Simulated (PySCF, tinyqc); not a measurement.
Inside a calculation. Method: RKS/BLYP in the sto-3g basis, for H3+, spin multiplicity 1. The lowest restricted solution is unstable here: a spin-polarised one lies 0.0007 hartree lower (PySCF). One step of it, computed by the program tinyqc.

Task: Iteration 2: DIIS coefficients. Solve [B -1; -1 0][c; lambda] = [0; -1] for the coefficients, which sum to one.

B (overlaps of the stored error matrices):
```
                1               2
1   6.0105752e-01  -1.1703190e-03
2  -1.1703190e-03   1.6407055e-01
```

Give: DIIS coefficients.

Result:

DIIS coefficients: 0.215  0.785
